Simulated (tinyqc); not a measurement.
MOSFET in the linear regime without short-channel effects, parameter extraction from computed curves: one step of the calculation.

Inversion charge Q = Cox n Vt W0(exp((Vg - VT)/(n Vt))), W0 the Lambert function and n = nf; u = Q/Cox; mobility mu = mu0/(1 + th1 u + th2 u^2); channel resistance Rch = (L - dL)/(W mu Q); Id = Vd/(Rch + Rsd/W). Cox = eps0 eox/tox. Small Vd, no channel-length or drain effects.

Task. The Y function. Y_i = Id_i/sqrt(gm_i). For Id = beta Vd x/(1 + th x), x = Vg - VT, Y = sqrt(beta Vd) x whatever th. Slope s from points 4 and 7; VT_Y = Vg - Y/s at point 7; beta = s^2/Vd; mobility beta L/(W Cox) with the drawn L; th* = (beta Vd x/Id - 1)/x at point 7.

Values chosen for this exercise; channel values of the order met in silicon transistors: relative permittivity of the gate insulator (close to aluminium oxide) eox = 9.16; insulator thickness tox = 18 nm; low-field mobility mu0 = 300 cm^2/(V s); second mobility attenuation factor th2 = 0.07 1/V^2; gate width W = 1 um; drawn gate length L = 0.25 um; drawn less effective length dL = 0.014 um; drain voltage Vd = 0.05 V.

Constants: eps0 = 8.8541878128e-14 F/cm where lengths are in cm. Results are converted to the units shown.

```
point  Vg (V)       Id (uA)
0        0.06  6.1880444e-4
1        0.16   0.021649031
2        0.26    0.44957641
3        0.36     2.0126824
4        0.46     4.0266272
5        0.56     6.0518323
6        0.66     7.9719811
7        0.76     9.7553421
8        0.86     11.396479
```

gm, point 1 to 7 (uS): 2.2447880  9.9551670  17.885254  20.195749  19.726769  18.517549  17.122492

Wanted: Y; s; VT_Y; beta; mobility from Y; th*.

Result.

Y, point 1 to 7 (uA^0.5 V^0.5): 0.014449  0.14249  0.47591  0.89601  1.3626  1.8526  2.3575
s = 4.8718 uA^0.5 V^-0.5
VT_Y = 0.27608 V
beta = 474.68 uA/V^2
mobility from Y = 263.37 cm^2/(V s)
th* = 0.36648 1/V

The mobility from Y is 17 % below mu0 L/(L - dL) = 318 cm^2/(V s), which it should reach in deep inversion when th2 = 0.

Computed by the program tinyqc: `OMP_NUM_THREADS=1 python tinyqc.py 2210070 2210071 out.jsonl`, one thread of a shared Intel Xeon 2.30GHz, about 0.01 s for the whole run.
